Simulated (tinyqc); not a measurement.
Gain factor and gap resistance from two string resistances.

Problem. At small bit-line voltage each of the 64 cells has the resistance 1/(K x) at overdrive x (no mobility reduction) in series with a gap resistance Rg. Find K, Rg and the share of the gaps at the higher overdrive.

resistance of a string of 64 equal cells at overdrives of 4.5 and 8.5 V (kohm): 618.42146  387.63489

Solution. The resistance per cell is a straight line in 1/x with slope 1/K and intercept Rg.

K = 29.00 uA/V^2
Rg = 2.000 kohm
share of the gaps = 33.02 %

Computed by the program tinyqc: `OMP_NUM_THREADS=1 python tinyqc.py 2142207 2142208 out.jsonl`, one thread of a shared Intel Xeon 2.30GHz, about 0.3 s for the whole run.
